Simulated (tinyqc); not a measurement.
Inside a calculation. Model: four-point probe, van der Pauw, Hall and spreading-resistance readings of a semiconductor layer. Computed by tinyqc, a small Python program that keeps every step. Command: `OMP_NUM_THREADS=1 python tinyqc.py 3110128 3110129 out.jsonl probe walk`. One thread of a shared host (Intel(R) Xeon(R) Processor @ 2.30GHz), about 0.01 s of CPU time with the checks. Intermediate numbers are printed to about 6 digits and carried at full precision; extremes and crossings named in words are read from the listed rows.

The layer is uniform and ohmic; contacts are points unless a radius is given.

Inputs (values chosen for the exercise, modelled on n-type silicon):
```
quantity                                        value        unit
carrier density n                             9.9e+17      1/cm^3
drift mobility mu                                 247  cm^2/(V s)
layer thickness t                                  90  micrometre
probe spacing s                                   0.5          mm
current I                                        0.05          mA
side ratio a/b of the van der Pauw rectangle      1.2           -
magnetic field B                                    1           T
Hall factor r_H                                     1           -
wafer diameter over spacing D/s                    16           -
```

Backing of the layer: insulating.

Constants: e = 1.602176634e-19 C.

## Resistivity and sheet resistance

rho = 1/(e n mu); R_s = rho/t.

resistivity rho = 0.0255245 ohm cm

sheet resistance R_s = 2.83606 ohm/square

## Four-point voltage

Collinear probes with equal spacing on a layer with insulating backing: images at depth 2 m t give V = (rho I/(2 pi s)) G, G = 1 + 4 sum_(m>=1) [1/sqrt(1 + (2 m u)^2) - 1/sqrt(4 + (2 m u)^2)], u = t/s; the sum runs to m = 20000, with the tail 3/(32 u^3 M^2) added to the sum for M = 20000. Limits: thick, rho = 2 pi s V/I; thin on an insulator, rho = (pi/ln 2) t V/I.

t/s = 0.18

G = 7.70164

voltage V = 0.0312868 mV

rho by the thick formula = 0.196580 ohm cm

rho by the thin formula = 0.0255245 ohm cm

The thick formula is off by +670.2 % and the thin one by 0.0 %.

## Thickness correction

The last two columns give rho(formula)/rho for rho = 2 pi s V/I and rho = (pi/ln 2) t V/I.

Correction against t/s:
```
t/s        G  thick formula  thin formula
0.1  13.8629        13.8629       1.00000
0.2   6.9315         6.9315       1.00000
0.3   4.6211         4.6211       1.00003
0.5   2.7799         2.7799       1.00264
0.7   2.0175         2.0175       1.01871
1.0   1.5045         1.5045       1.08524
1.5   1.1973         1.1973       1.29547
2.0   1.0939         1.0939       1.57814
3.0   1.0306         1.0306       2.23037
5.0   1.0070         1.0070       3.63194
```

The thin formula holds to 1 % up to t/s = 0.5 and the thick one holds to 1 % from t/s = 5.

## Finite wafer

For a thin circular wafer probed at its centre, R_s = C V/I with C = pi/(ln 2 + ln[((D/s)^2 + 3)/((D/s)^2 - 3)]).

factor C = 4.38411

error if pi/ln 2 is used = 3.38147 %

## The two van der Pauw resistances

Thin rectangle with point contacts at the corners; for R_B current and voltage contacts lie along the two sides of length a, for R_A along those of length b: exp(-pi R_A/R_s) = (theta_4/theta_3)^4, exp(-pi R_B/R_s) = (theta_2/theta_3)^4 with q = exp(-pi a/b), theta_2 = 2 sum_(m>=0) q^((m + 1/2)^2), theta_3 = 1 + 2 sum_(m>=1) q^(m^2), theta_4 = 1 + 2 sum_(m>=1) (-1)^m q^(m^2).

R_A = 0.333228 ohm

R_B = 1.06118 ohm

ratio R_B/R_A = 3.18456

## Solving the van der Pauw equation

Solve exp(-pi z R_A) + exp(-pi z R_B) = 1 for z = 1/R_s by seven Newton steps from z = 2 ln 2/(pi (R_A + R_B)); f = R_s 2 ln 2/(pi (R_A + R_B)).

Steps:
```
step  1/z (ohm)  left side less 1
0       3.15999       6.61885e-02
1       2.84846       2.69667e-03
2       2.83608       4.93540e-06
3       2.83606                 0
4       2.83606                 0
5       2.83606                 0
6       2.83606                 0
```

R_s found = 2.83606 ohm/square

correction f = 0.897491

Averaging R_A and R_B without f would overstate R_s by 11.4 %.

## Hall reading

V_H = r_H I B/(e n t); apparent density n/r_H; Hall mobility r_H mu; Hall angle tan = r_H mu B (SI).

Hall voltage = 0.00350253 mV

apparent density = 9.90e+17 1/cm^3

Hall mobility = 247 cm^2/(V s)

tangent of the Hall angle = 0.0247

Checks made by the program: thin limit of G, 2 ln 2/u at u = 0.02 (relative difference below 1e-10); R_s recovered (relative difference below 1e-10).
